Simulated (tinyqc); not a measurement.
CMOS latch-up, two-transistor model: one step of the calculation.

A parasitic pnp (emitter at Vdd, base shunted by Rw) and npn (emitter at ground, base shunted by Rs) feed each other: the npn collector current flows out of the pnp base node, the pnp collector current into the npn base node. Forward-active transistors with constant gains: Icn = Isn exp(Vn/Vt), Icp = Isp (exp(Vp/Vt) - 1). A current Ii is injected into the npn base node.

Task. Holding current and voltage. On state with both base-emitter voltages at Von: npn base current Ib = (Von/Rs + bp Von/Rw)/(bn bp - 1), holding current Ih = (bn + 1) Ib + Von/Rs, holding voltage Vh = Vsat + Von + R2 (Ib + Von/Rs).

Inputs (values chosen for the exercise); values close to those of bulk CMOS: current gain of the npn bn = 17.3; current gain of the pnp bp = 4.1; substrate resistance shunting the npn Rs = 110 ohm; well resistance shunting the pnp Rw = 460 ohm; resistance from the pnp collector to the npn base R2 = 30 ohm; base-emitter voltage in the on state Von = 0.71 V; saturation voltage Vsat = 0.19 V; supply voltage Vdd = 2.5 V.

Find: bn bp; Ib; Ih; Vh.

Result.

bn bp = 70.930
Ib = 0.18279 mA
Ih = 9.7997 mA
Vh = 1.0991 V

Vh is below Vdd = 2.5 V, so the supply can sustain a latched state.

Program tinyqc, `OMP_NUM_THREADS=1 python tinyqc.py 2670009 2670010 out.jsonl`; Intel Xeon 2.30GHz, shared host, one thread, about 0.04 s.
